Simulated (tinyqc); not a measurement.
Empirical pseudopotential in a few plane waves, step by step. One step of it, computed by the program tinyqc.

Problem. Levels at k. Diagonalise the Hermitian matrix.

H(k) at k (eV):
```
           +0+0+0     -1-1-1     -1-1+1     -1+1-1     -1+1+1     +1-1-1     +1-1+1     +1+1-1
+0+0+0   1.753936   1.847170  -1.847170  -1.847170  -1.847170  -1.847170  -1.847170  -1.847170
-1-1-1   1.847170  21.821403   0.000000   0.000000   0.027211   0.000000   0.027211   0.027211
-1-1+1  -1.847170   0.000000  25.952941  -0.027211   0.000000  -0.027211   0.000000   0.000000
-1+1-1  -1.847170   0.000000  -0.027211  16.902906   0.000000  -0.027211   0.000000   0.000000
-1+1+1  -1.847170   0.027211   0.000000   0.000000  21.034444   0.000000  -0.027211  -0.027211
+1-1-1  -1.847170   0.000000  -0.027211  -0.027211   0.000000  11.984409   0.000000   0.000000
+1-1+1  -1.847170   0.027211   0.000000   0.000000  -0.027211   0.000000  16.115947  -0.027211
+1+1-1  -1.847170   0.027211   0.000000   0.000000  -0.027211   0.000000  -0.027211   7.065913
+1+1+1   1.847170   0.000000   0.027211   0.027211   0.000000   0.027211   0.000000   0.000000
-2+0+0   0.000000  -1.847170  -1.847170  -1.847170   1.847170   0.625344  -0.625344  -0.625344
+0-2+0   0.000000  -1.847170  -1.847170   0.625344  -0.625344  -1.847170   1.847170  -0.625344
+0+0-2   0.000000  -1.847170   0.625344  -1.847170  -0.625344  -1.847170  -0.625344   1.847170
+0+0+2   0.000000  -0.625344   1.847170  -0.625344  -1.847170  -0.625344  -1.847170   0.625344
+0+2+0   0.000000  -0.625344  -0.625344   1.847170  -1.847170  -0.625344   0.625344  -1.847170
+2+0+0   0.000000  -0.625344  -0.625344  -0.625344   0.625344   1.847170  -1.847170  -1.847170

           +1+1+1     -2+0+0     +0-2+0     +0+0-2     +0+0+2     +0+2+0     +2+0+0
+0+0+0   1.847170   0.000000   0.000000   0.000000   0.000000   0.000000   0.000000
-1-1-1   0.000000  -1.847170  -1.847170  -1.847170  -0.625344  -0.625344  -0.625344
-1-1+1   0.027211  -1.847170  -1.847170   0.625344   1.847170  -0.625344  -0.625344
-1+1-1   0.027211  -1.847170   0.625344  -1.847170  -0.625344   1.847170  -0.625344
-1+1+1   0.000000   1.847170  -0.625344  -0.625344  -1.847170  -1.847170   0.625344
+1-1-1   0.027211   0.625344  -1.847170  -1.847170  -0.625344  -0.625344   1.847170
+1-1+1   0.000000  -0.625344   1.847170  -0.625344  -1.847170   0.625344  -1.847170
+1+1-1   0.000000  -0.625344  -0.625344   1.847170   0.625344  -1.847170  -1.847170
+1+1+1  11.197450  -0.625344  -0.625344  -0.625344  -1.847170  -1.847170  -1.847170
-2+0+0  -0.625344  31.264917  -0.027211  -0.027211   0.027211   0.027211   0.000000
+0-2+0  -0.625344  -0.027211  26.346420  -0.027211   0.027211   0.000000   0.027211
+0+0-2  -0.625344  -0.027211  -0.027211  17.296386   0.000000   0.027211   0.027211
+0+0+2  -1.847170   0.027211   0.027211   0.000000  25.559461  -0.027211  -0.027211
+0+2+0  -1.847170   0.027211   0.000000   0.027211  -0.027211  16.509427  -0.027211
+2+0+0  -1.847170   0.000000   0.027211   0.027211  -0.027211  -0.027211  11.590930
```

Give: eigenvalues.

Solution.

eigenvalues (eV): -0.170  5.717  9.427  10.175  13.206  15.271  16.317  16.799  19.699  20.823  21.641  24.349  27.530  28.833  32.781
